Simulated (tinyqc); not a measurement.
# Gate work function from the charge

Question. For an undoped double gate, Q = 8 eps0 eps_r Vt beta tan(beta)/ts with 0 < beta < pi/2, and at the source (Vg - dphi)/(2 Vt) - ln[(2/ts) sqrt(2 eps0 eps_r Vt/(q ni))] = ln(beta) - ln(cos beta) + 2 r beta tan(beta), r = eps_r tox/(eox ts). Find beta and dphi.

Inputs (values chosen for the exercise); material values those of a made-up semiconductor: temperature T = 300 K; relative permittivity of the semiconductor eps_r = 14.4; relative permittivity of the gate insulator eox = 9.4; insulator thickness tox = 4.4 nm; body thickness ts = 6 nm; gate voltage Vg = 0.52 V.

Constants: q = 1.602176634e-19 C, kB = 1.380649e-23 J/K, Vt = kB T/q, eps0 = 8.8541878128e-14 F/cm where lengths are in cm. Results are converted to the units shown.

Qs = 331.31887 nC/cm^2
ni = 2.0057223e12 cm^-3

Solution. beta tan(beta) rises from 0 without bound on the interval, so the charge fixes beta; the second relation is then explicit in dphi. At this charge the surface density passes 0.3 Nc, so the classical Boltzmann model is only formal.

beta = 0.773
dphi = 0.0500 V

Numbers from tinyqc (`OMP_NUM_THREADS=1 python tinyqc.py 2440079 2440080 out.jsonl`; about 0.01 s on one thread of a shared Intel Xeon 2.30GHz).
